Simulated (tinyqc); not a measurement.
Inside a calculation. Model: surface potential of a MOS transistor: implicit equation and explicit approximations.

tinyqc, about 0.01 s, one thread, Intel Xeon 2.30GHz (shared host): `OMP_NUM_THREADS=1 python tinyqc.py 2122222 2122223 out.jsonl` Printed values are rounded.

p-type body, charge-sheet picture, depletion and inversion only, full ionisation (an idealisation for deep acceptors), Boltzmann statistics (rough once Na exp(x - xn) passes about Nc/7). In units of Vt: xg = (Vg - Vfb)/Vt, x = psi/Vt, G = gamma/sqrt(Vt), xn = (2 phiF + Vc)/Vt. The implicit equation is (xg - x)^2 = G^2 [x - 1 + exp(x - xn)] for x above about 3. Cox = eps0 eox/tox.

Values chosen for this exercise; band and dielectric values those of a made-up semiconductor:

| symbol | value | unit | meaning |
|---|---|---|---|
| T | 350 | K | temperature |
| Eg | 2.8 | eV | band gap |
| eps_r | 10.5 |  | relative permittivity |
| Nc | 1.81e19 | cm^-3 | conduction-band density of states at T |
| Nv | 2.82e19 | cm^-3 | valence-band density of states at T |
| eox | 21.6 |  | relative permittivity of the gate insulator (close to hafnium oxide) |
| tox | 5.4 | nm | insulator thickness |
| Na | 2.4e17 | cm^-3 | acceptor density |
| Vfb | -0.32 | V | flat-band voltage |
| Vc | 0.5 | V | channel-body voltage |
| Vg | 2.69 | V | gate-body voltage |

Constants: q = 1.602176634e-19 C, kB = 1.380649e-23 J/K, Vt = kB T/q, eps0 = 8.8541878128e-14 F/cm where lengths are in cm. Results are converted to the units shown.

## Scales

ni = sqrt(Nc Nv) exp(-Eg/(2 Vt)), Eg in volts; phiF = Vt ln(Na/ni); gamma = sqrt(2 q eps0 eps_r Na)/Cox; VT = Vfb + Vt (xn + G sqrt(xn - 1)).

phiF = 1.26293 V
gamma = 0.0754981 V^0.5
G = 0.434726
xn = 100.325
VT = 2.83653 V
xg = 99.7989

## Explicit approximation

Depletion value a = 1 + [sqrt(G^2/4 + xg - 1) - G/2]^2; inversion value b = xn + ln[(xg - xn)^2/G^2 - xn + 1] and first guess y = min(a, b) - ln(1 + exp(-|a - b|)) if a > xn + 1, else b = y = a; one second-order correction with D = exp(y - xn), p = 2 (xg - y) + G^2 (1 + D), w = (xg - y)^2 - G^2 (y - 1 + D): z = y + 2 w/(p + sqrt(p^2 - 2 (2 - G^2 D) w)), or the Newton step z = y + w/p where the root is not real.

a = 95.5712
b = 95.5712
y = 95.5712
p = 8.64584
w = -0.00162964
z = 95.5711

The root of the implicit equation is x = 95.5711; y misses it by 1.9e-4 and z by 0, in units of Vt.

## Starting value

x = y rounded to two decimals.

x at the start = 95.57

## Iteration 1: new x

D = exp(x - xn), f = (xg - x)^2 - G^2 (x - 1 + D), f' = -2 (xg - x) - G^2 (1 + D), x(new) = x - f/f'.

D = 0.00861232
f = 0.00912017
f' = -8.64833
x after iteration 1 = 95.5711

## Iteration 2: new x

As before.

D = 0.00862141
f = 1.11119e-6
f' = -8.64622
x after iteration 2 = 95.5711

## Course of the iteration

Stop when the step is below 1e-11, or after 60 iterations.

Course of the iteration:

| iteration | x before the step | step |
|---|---|---|
| 1 | 95.57 | 1.05e-3 |
| 2 | 95.5711 | 1.29e-7 |
| 3 | 95.5711 | 0 |

Converged in 3 iterations.

## Potential, charges and gate control

converged x = 95.5711

psi = Vt x; N_dep = Cox Vt G sqrt(x - 1)/q; N_inv = (Cox Vt G/q) [sqrt(x - 1 + exp(x - xn)) - sqrt(x - 1)]; dpsi/dVg = 1/[1 + G^2 (1 + exp(x - xn))/(2 (xg - x))].

psi = 2.88249 V
N_dep = 2.81860e12 cm^-2
N_inv = 1.2847e8 cm^-2
dpsi/dVg = 0.977954

psi lies 4.8 Vt below 2 phiF + Vc.
